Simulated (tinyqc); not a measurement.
Worked calculation: microkinetic model of low-temperature epitaxy from hydride gases: adsorption, hydrogen desorption and rate control. Computed by tinyqc, a small Python program that keeps every step. Command: `OMP_NUM_THREADS=1 python tinyqc.py 3014079 3014080 out.jsonl hepi walk`. One thread of a shared host (Intel(R) Xeon(R) Processor @ 2.30GHz), about 0.01 s of CPU time with the checks. Intermediate numbers are printed to about 5 digits and carried at full precision; extremes and crossings named in words are read from the listed rows.

Each hydride molecule needs two free sites and leaves four hydrogen atoms, of which two leave at once as H2; theta is the hydrogen coverage, the site density is 6.78 per nm^2 and one layer is 1.358 angstrom thick.

Inputs (values chosen for the exercise, close to those used for silane and germane on Si(001)):
```
quantity                                           value  unit
silane pressure p_S                                  0.4    Pa
sticking prefactor of silane s0                     0.11     -
adsorption barrier E_s                              0.31    eV
desorption prefactor nu_d                        8.3e+12   1/s
desorption energy on silicon E_d                    2.11    eV
hydrogen carrier pressure p_H                       4200    Pa
sticking of hydrogen s_H                         4.7e-07     -
temperature T                                        610     C
germane pressure p_G                               0.027    Pa
sticking ratio of germane to silane r_G              4.9     -
lowering of E_d per unit germanium fraction, dE     0.54    eV
```

Film: silicon-germanium. Order of hydrogen desorption: first.

Constants: k_B = 8.617333262e-05 eV/K; u = 1.6605390666e-27 kg; k_B = 1.380649e-23 J/K.

## Rate constants

Flux per site F = p/(sqrt(2 pi M k_B T) x 6.78e18 per m^2), M = 32.12 u (silane), 76.63 u (germane), 2.016 u (hydrogen); s = s0 exp(-E_s/(k_B T)); k_S = s F_S, k_G = r_G s F_G; germanium fraction x = k_G/(k_S + k_G); k = k_S + k_G; k_H = s_H F_H; k_d = nu_d exp(-(E_d - dE x)/(k_B T)). Temperatures in kelvin are T(C) + 273.15.

k = 2.0979 1/s

germanium fraction x = 0.17637

k_H = 18.180 1/s

k_d = 26.403 1/s

## Coverage and growth rate

With k the hydride and k_H the hydrogen adsorption rate on free pairs and k_d the desorption rate, steady state: 2 (k + k_H)(1 - theta)^2 = k_d theta; growth rate R = k (1 - theta)^2 layers/s; 1 layer/s = 8.148 nm/min. With c = 2 (k + k_H)/k_d the free share is 1 - theta = 2/(1 + sqrt(1 + 4c)).

c = 1.5360

hydrogen coverage theta = 0.45546

growth rate R in layers = 0.62207 layers/s

growth rate G = 5.0686 nm/min

Adsorption and desorption share control.

## Degrees of rate control

X_i = d ln R/d ln k_i at fixed other constants. With f = 1 - theta and a = 2/f + 1/theta: d ln f/d ln k_d = 1/(a f), so X_d = 2/(a f), X_k = 1 - X_d k/(k + k_H), X_H = -X_d k_H/(k + k_H); they sum to 1.

X_d (desorption) = 0.62587

X_k (hydride adsorption) = 0.93525

X_H (hydrogen adsorption) = -0.56112

## Two regimes over temperature

Limits: desorption-limited R = k_d k/(2 (k + k_H)), adsorption-limited R = k.

Growth:
```
T (C)    theta  G (nm/min)  desorption limit (nm/min)  adsorption limit (nm/min)
400    0.98747  8.6270e-04                 8.7364e-04                      5.494
450    0.95853  1.3192e-02                 1.3763e-02                      7.671
500    0.88566  1.3379e-01                 1.5107e-01                     10.234
550    0.73712  9.0922e-01                 1.2335e+00                     13.157
600    0.50669  3.9929e+00                 7.8804e+00                     16.408
650    0.26377  1.0812e+01                 4.0990e+01                     19.947
700    0.10589  1.8974e+01                 1.7917e+02                     23.734
750    0.03801  2.5662e+01                 6.7519e+02                     27.730
800    0.01385  3.1018e+01                 2.2397e+03                     31.896
850    0.00538  3.5807e+01                 6.6528e+03                     36.195
```

The apparent activation energy of G is 2.29 eV between the first rows and 0.30 eV between the last; full hydrogen cover gives a value near the desorption energy (plus E_s where k_H far exceeds k), a bare surface one near E_s less k_B T/2 from the flux. The coverage passes one half between 600 and 650 C, the knee of the Arrhenius plot.

Checks made by the program: steady coverage against time integration of d theta/dt (relative difference below 1e-10); degree of control against a finite difference (relative difference 1e-10).
